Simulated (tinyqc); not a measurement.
Worked calculation: dielectric confinement in a thin film (image charges). Values are carried at full precision from step to step, so a last printed digit may differ when a step is redone from the rounded ones.

A film |z| < t/2 of dielectric constant eps between half-spaces of dielectric constant e2; lam = (eps - e2)/(eps + e2), q = e^2/(4 pi eps0). The self-energy of a band edge is taken with the high-frequency value, e2 = eh, and the field of a fixed ion with the static one, e2 = eo. A charge at z has images lam^|n| at n t + (-1)^n z. Its self-energy is S(z) = (q/2 eps) sum over n >= 1 of lam^n [1/(n t - 2z) + 1/(n t + 2z)] for odd n and 2 lam^n/(n t) for even n; at the centre S(0) = -(q/(eps t)) ln(1 - lam).

Constants: e^2/(4 pi eps0) = 14.39964547 eV angstrom; hbar^2/2m0 = 3.80998211 eV angstrom^2; Ry = 13.60569312 eV.

Values chosen for the exercise (near those of a Si (100) film, two-fold valleys, between layers of Si3N4; shifted at random, so the results belong to these values and not to a real crystal): t = 68 angstrom (film thickness); eps = 11.9 (dielectric constant of the film); eh = 3.9 (high-frequency dielectric constant outside); mz = 0.9 m0 (mass across the film); eo = 7.4 (static dielectric constant outside); m = 0.184 m0 (mass in the plane).

## Images for a charge at the centre

Give lam, the first five terms (q/eps) lam^n/(n t), their sum and the closed form.

lam = 0.5063

terms (meV): 9.01  2.28  0.77  0.29  0.12

sum of five = 12.47 meV
S(0) = 12.56 meV

The surroundings screen less than the film, so the images repel and each band edge moves outwards: the gap changes by about 2 S = +25 meV. The static value 7.4 would give S(0) = +4.7 meV.

## Self-energy across the film

S at 2z/t = 0, 0.2, 0.4, 0.6, 0.8 and 0.9, summed to n = 399.

Self-energy:
```
2z/t,z (angstrom),S (meV)
0.0,0.0,12.56
0.2,6.8,12.94
0.4,13.6,14.29
0.6,20.4,17.66
0.8,27.2,28.64
0.9,30.6,51.05
```

Towards the wall S diverges as (q lam/4 eps)/(distance), an artefact of the abrupt interface that the vanishing envelope makes harmless.

## Shift of the subband edge

First order: <S> over the envelope (2/t) cos^2(pi z/t), beside the confinement energy c (pi/t)^2/mz, c = hbar^2/2m0.

<S> = 14.55 meV
confinement energy = 9.04 meV

|<S>| is 1.61 times the confinement energy; the first goes as 1/t and the second as 1/t^2, so they are equal at t = 42 angstrom.

## Binding of a donor

Donor at the centre, lam from the static eo, trial function cos(pi z/t) exp(-rho/l): E(l) = c/(m l^2) - (q/eps) times the integral over k of F(k t) (1 + (k l/2)^2)^(-3/2), with F(x) = F0 + 2 lam exp(-x) G/(1 - lam exp(-x)), F0 = 2[(1 - exp(-x/2))/x + x (1 + exp(-x/2))/(x^2 + 4 pi^2)], G = 2 sinh(x/2)[1/x - x/(x^2 + 4 pi^2)]; c = hbar^2/2m0. The binding energy is -E at the minimum, counted from the subband edge with its self-energy.

Minimise over l with and without images (lam = 0); Ry* = Ry m/eps^2.

Donor:
```
case,l (angstrom),binding (meV),in Ry*
no images,33.7,31.5,1.78
with images,32.8,40.2,2.27
```

Ry* = 17.68 meV

The images change the binding by +8.6 meV, against -2 (q/(eps t)) ln(1 - lam) = +9.4 meV for an orbit much smaller than t. At 300 K the binding is 1.6 kB T.

## Checks

- S(0) from the series against the closed form, meV: both 12.56.
- F(2.3) for lam = 0.5063 from a direct sum over images against the closed form: both 0.8460.

Program tinyqc; command `OMP_NUM_THREADS=1 python tinyqc.py 1252443 1252444 out.jsonl`; about 0.08 s on one thread of a shared Intel(R) Xeon(R) Processor @ 2.30GHz.
